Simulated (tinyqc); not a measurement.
From results back to parameters: strained quantum well: band edges, subbands and transparency. Two cases, with inputs chosen for the exercise.

Problem. In a thick strained layer the gaps to heavy and light holes are Ec - E_HH and Ec - E_LH. They were computed from hidden e and Eg.

Growth on (001), barriers unstrained: tr(e) = e (2 - nu2), Z = b e (1 + nu2); Ec = Ev + Eg + ac tr(e), E_HH = Ev + av tr(e) + Z, E_LH = Ev + av tr(e) - Z (coupling to the split-off band left out).

Find: Z; e; Eg.

Method. Half of (Ec - E_LH) - (Ec - E_HH) is Z, which gives e; the mean is Eg + (ac - av) tr(e).

Case 1.

Values chosen (near those of an InGaAs/AlGaAs well; the results hold for these values, not for the real material): nu2 = 0.957 (2 C12/C11); ac = -6.65 eV; av = 1.12 eV (Ev moves by av tr(e)); b = -1.95 eV (shear potential).

Ec - E_HH, Ec - E_LH (eV): 1.13747  1.27180

Solution.

Z = 0.0672 eV
e = -0.0176
Eg = 1.062 eV

Case 2.

Values chosen (near those of an InGaAs/InP well; the results hold for these values, not for the real material): nu2 = 0.995 (2 C12/C11); ac = -6.08 eV; av = 1.08 eV (Ev moves by av tr(e)); b = -1.9 eV (shear potential).

Ec - E_HH, Ec - E_LH (eV): 0.73125  0.72292

Solution.

Z = -0.0042 eV
e = 0.0011
Eg = 0.735 eV

Computed by tinyqc, one run a case: `OMP_NUM_THREADS=1 python tinyqc.py N N+1 out.jsonl` with N = 1252416, 1252419; one thread of a shared Intel(R) Xeon(R) Processor @ 2.30GHz, about 0.01 s a run at most.
